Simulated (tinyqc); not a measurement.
## Surface potential of a MOS transistor: implicit equation and explicit approximations: accuracy of the approximations against gate voltage

p-type body, charge-sheet picture, depletion and inversion only, full ionisation (an idealisation for deep acceptors), Boltzmann statistics (rough once Na exp(x - xn) passes about Nc/7). In units of Vt: xg = (Vg - Vfb)/Vt, x = psi/Vt, G = gamma/sqrt(Vt), xn = (2 phiF + Vc)/Vt. The implicit equation is (xg - x)^2 = G^2 [x - 1 + exp(x - xn)] for x above about 3. Cox = eps0 eox/tox.

ni = sqrt(Nc Nv) exp(-Eg/(2 Vt)), Eg in volts; phiF = Vt ln(Na/ni); gamma = sqrt(2 q eps0 eps_r Na)/Cox; VT = Vfb + Vt (xn + G sqrt(xn - 1)). Depletion value a = 1 + [sqrt(G^2/4 + xg - 1) - G/2]^2; inversion value b = xn + ln[(xg - xn)^2/G^2 - xn + 1] and first guess y = min(a, b) - ln(1 + exp(-|a - b|)) if a > xn + 1, else b = y = a; one second-order correction with D = exp(y - xn), p = 2 (xg - y) + G^2 (1 + D), w = (xg - y)^2 - G^2 (y - 1 + D): z = y + 2 w/(p + sqrt(p^2 - 2 (2 - G^2 D) w)), or the Newton step z = y + w/p where the root is not real. N_inv = (Cox Vt G/q) [sqrt(x - 1 + exp(x - xn)) - sqrt(x - 1)] at the root. Lambert form (Cox m Vt/q) W0[(G/(2 m sqrt(xn - 1))) exp((Vg - VT)/(m Vt))], m = 1 + G/(2 sqrt(xn - 1)). Errors under 1e-4 mV, and the linear form below VT, are printed as 0.

Inputs (values chosen for the exercise); band and dielectric values close to those of silicon: temperature T = 250 K; band gap Eg = 1.11 eV; relative permittivity eps_r = 11.6; conduction-band density of states at T Nc = 2.15e19 cm^-3; valence-band density of states at T Nv = 1.98e19 cm^-3; relative permittivity of the gate insulator (close to hafnium oxide) eox = 21.4; insulator thickness tox = 36 nm; acceptor density Na = 1.8e16 cm^-3; flat-band voltage Vfb = -0.87 V; channel-body voltage Vc = 0 V.

Constants: q = 1.602176634e-19 C, kB = 1.380649e-23 J/K, Vt = kB T/q, eps0 = 8.8541878128e-14 F/cm where lengths are in cm. Results are converted to the units shown.

Accuracy of the approximations against gate voltage:

| Vg (V) | psi (V) | x - xn | error of y (mV) | error of z (mV) | N_inv (cm^-2) | Cox (Vg - VT)/q (cm^-2) | Lambert form (cm^-2) |
|---|---|---|---|---|---|---|---|
| -0.33 | 0.44486 | -16.786 | 0 | 0 | 407.76 | 0 | 246.14 |
| -0.13 | 0.62628 | -8.3648 | 4.31e-4 | 0 | 1.5499e6 | 0 | 1.3051e6 |
| 0.07 | 0.80836 | 0.087081 | 1.78 | -1.62e-4 | 6.3177e9 | 1.2989e10 | 6.3679e9 |
| 0.27 | 0.90157 | 4.4134 | 18.9 | 5.64 | 3.3262e11 | 6.7001e11 | 3.5528e11 |
| 0.47 | 0.93084 | 5.7720 | 12.8 | -1.48 | 8.8606e11 | 1.3270e12 | 9.3793e11 |
| 0.67 | 0.94815 | 6.5756 | 9.82 | -0.523 | 1.4819e12 | 1.9841e12 | 1.5562e12 |
| 0.87 | 0.96054 | 7.1509 | 8.08 | -0.262 | 2.0951e12 | 2.6411e12 | 2.1871e12 |
| 1.07 | 0.97021 | 7.5996 | 6.91 | -0.154 | 2.7180e12 | 3.2981e12 | 2.8245e12 |
| 1.27 | 0.97813 | 7.9676 | 6.06 | -0.100 | 3.3470e12 | 3.9551e12 | 3.4659e12 |

psi rises from 0.445 to 0.978 V and ends 8.0 Vt above 2 phiF + Vc. Among the rows the first guess is off by at most 19 mV (at Vg = 0.27 V) and the corrected value by at most 5.6 mV. In the last row the linear form is 18 % above N_inv and the Lambert form 3.6 % above it; in the first row the Lambert form is 40 % below it. For Vg = 0.47, 0.67, 0.87, 1.07, 1.27 the electron quasi-Fermi level lies less than 2 Vt below the band edge at the surface, or above it, where degeneracy and confinement, left out, matter.

Numbers from tinyqc (`OMP_NUM_THREADS=1 python tinyqc.py 2122025 2122026 out.jsonl`; about 0.01 s on one thread of a shared Intel Xeon 2.30GHz).
